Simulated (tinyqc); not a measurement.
Out-diffusion of a doped substrate or buried layer into a growing epitaxial film. Changing the later thermal budget (Dt)2. Computed by tinyqc, a small Python program. Command: `OMP_NUM_THREADS=1 python tinyqc.py 3013351 3013352 out.jsonl buried sweep`. One thread of a shared host (Intel(R) Xeon(R) Processor @ 2.30GHz), about 0.03 s of CPU time with the checks.

x is counted from the original substrate surface into the film, whose surface moves as x = v t. Substrate dopant has one diffusivity; the dopant of the film is taken as uniform.

Inputs (values chosen for the exercise, modelled on antimony in silicon): prefactor D0 = 4.79 cm^2/s; activation energy E = 3.91 eV; substrate concentration C_s = 2.4e+18 1/cm^3; film doping C_e = 1.5e+15 1/cm^3; growth rate v = 0.85 um/min; film thickness d = 3.8 um; growth temperature T = 1150 C; autodoping level at the start, as a share of C_s = 4e-05; decay length of autodoping = 0.57 um.

Film doping: same type as the substrate.

Constants: k_B = 8.617333262e-05 eV/K.

Method:
- D = D0 exp(-E/(k_B T)); growth time t = d/v; l = 2 sqrt(D t); growth number G = v t/l = d/l; 1 um = 1e-4 cm.
- Temperatures in kelvin are T(C) + 273.15.
- After growth and the later budget: l2 = 2 sqrt(D t + (Dt)2); C(x) = (C_s/2) erfc(x/l2) + share x C_s exp(-x/decay length) for x > 0 (autodoping taken as unchanged by the later budget). The transition x_t solves C(x) = C_e, where the total doping is twice the intended value.
- Usable film = d - x_t. Also give x_t for the erfc term alone, after growth and after the later budget.

One run for each value; columns: (1) later thermal budget (Dt)2 (cm^2); (2) x_t after the later budget, erfc alone (um); (3) x_t with autodoping (um); (4) usable film (um):
```
(1)          (2)     (3)     (4)
1.00e-13  0.1958  0.1966  3.6034
4.00e-13  0.1974  0.1982  3.6018
1.00e-12  0.2005  0.2013  3.5987
5.00e-12  0.2203  0.2212  3.5788
2.00e-11  0.2824  0.2834  3.5166
6.00e-11  0.4039  0.4050  3.3950
2.00e-10  0.6743  0.6755  3.1245
3.00e-09  2.5074  2.5076  1.2924
```

Give the missing row, later thermal budget (Dt)2 (cm^2) = 8.00e-10.

Computed row; columns: (1) later thermal budget (Dt)2 (cm^2); (2) x_t after the later budget, erfc alone (um); (3) x_t with autodoping (um); (4) usable film (um):
```
(1)          (2)     (3)     (4)
8.00e-10  1.3056  1.3063  2.4937
```

Interpolating between the two neighbouring rows (the first column on a logarithmic scale, the others too where they are positive) misses most in usable film (um), by 20 %. Over the rows, x_t after the later budget, erfc alone (um) rises from 0.196 to 2.51 (exponent d ln y / d ln x 0.0058 between the first rows and 0.49 between the last); x_t with autodoping (um) rises from 0.197 to 2.51 (exponent d ln y / d ln x 0.0058 between the first rows and 0.49 between the last); usable film (um) falls from 3.60 to 1.29 (exponent d ln y / d ln x -3.2e-4 between the first rows and -0.50 between the last). At the high end the exponent of x_t after the later budget, erfc alone is 0.49, close to 0.50: the later budget dominates. At the low end the exponent of x_t after the later budget, erfc alone is 0.01, close to 0: the growth dominates.
